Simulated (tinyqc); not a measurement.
Ferroelectric switching by domains, Kolmogorov-Avrami-Ishibashi kinetics with Merz's law: effect of the pulse voltage.

A film poled to -Ps gets a pulse V of length t. Field E = V/d, characteristic time tau = t0 exp(Ea/E). The switched share is f = 1 - exp(-(t/tau)^m). P = Ps (2 f - 1).

t10, t50 and t90 are the pulse lengths for f = 0.1, 0.5 and 0.9; f is taken at tp.

Values chosen for this exercise:
- t0 = 1.1 ns (time prefactor)
- Ea = 4300 kV/cm (activation field)
- d = 8 nm (film thickness)
- m = 3 (Avrami exponent)
- tp = 300 ns (pulse length)

Effect of the pulse voltage:
```
V (V)  tau (ns)  t10 (ns)  t50 (ns)  t90 (ns)    f at tp
0.32      51293     24226     45394     67732  2.0007e-7
0.38     9395.1    4437.4    8314.6     12406  3.2558e-5
0.46     1946.1    919.15    1722.3    2569.8  0.0036567
0.55     572.41    270.35    506.58    755.87    0.13408
0.67     186.73    88.192    165.25    246.57    0.98419
0.8      81.070    38.290    71.747    107.05     1.0000
0.96     39.593    18.700    35.039    52.282     1.0000
1.2      19.336    9.1326    17.112    25.533     1.0000
```

What does the comparison show, and why?

As V goes from 0.32 to 1.2 V, t50 falls from 45400 to 17.1 ns and f at tp rises from 2.00e-7 to 1.00; t90/t10 stays at 2.80, since only tau changes. At half the voltage of the last row tau would be 17.6 times longer.

Computed by the program tinyqc: `OMP_NUM_THREADS=1 python tinyqc.py 2860003 2860004 out.jsonl`, one thread of a shared Intel Xeon 2.30GHz, about 0.01 s for the whole run.
